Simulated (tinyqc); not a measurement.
# Scale length and length offset from two DIBL values

Question. DIBL = exp(-Le/(2 l)) + 2 exp(-Le/l) with Le = L - dL. Find l, dL and the drawn length for a DIBL of 100 mV/V.

DIBL at drawn lengths 130 and 190 nm (mV/V): [122.89990, 37.403578]

Answer. With e = exp(-Le/(2 l)), 2 e^2 + e = DIBL gives e and so Le/l at each length; Le/l is a straight line in L with slope 1/l.

l = 28.0 nm
dL = 2.20 nm
length for 100 mV/V = 140 nm

Numbers from tinyqc (`OMP_NUM_THREADS=1 python tinyqc.py 2002005 2002006 out.jsonl`; about 0.01 s on one thread of a shared Intel Xeon 2.30GHz).
